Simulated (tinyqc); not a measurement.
Charge neutrality of a doped semiconductor with incomplete ionisation: one step, computed by the program tinyqc. Command: `OMP_NUM_THREADS=1 python tinyqc.py 3008532 3008533 out.jsonl dopant walk`. One thread of a shared host (Intel(R) Xeon(R) Processor @ 2.30GHz), about 0.03 s of CPU time with the checks.

Energies are counted from the top of the valence band; E_D is measured down from the conduction band and E_A up from the valence band.

Question. The closed form for the extrinsic range. With Boltzmann statistics, no holes and every acceptor ionised, n (n + N_A) = n1 (N_D - N_A - n) with n1 = (N_c/g_D) exp(-E_D/k_B T). Take the positive root.

Inputs (values chosen for the exercise, modelled on ZnO):

| quantity | value | unit |
|---|---|---|
| donor density N_D | 1.4e+16 | cm^-3 |
| acceptor density N_A | 0 | cm^-3 |
| donor depth E_D | 0.0444 | eV |
| donor degeneracy g_D | 2 | - |
| temperature T | 600 | K |

Doping: n-type. Statistics of the bands: Fermi-Dirac.

N_c = 1.051608e+19 cm^-3

k_B T = 0.05170400 eV

Give: n1; n from the quadratic.

Answer.

n1 = 2.2278e+18 cm^-3

n from the quadratic = 1.3913e+16 cm^-3
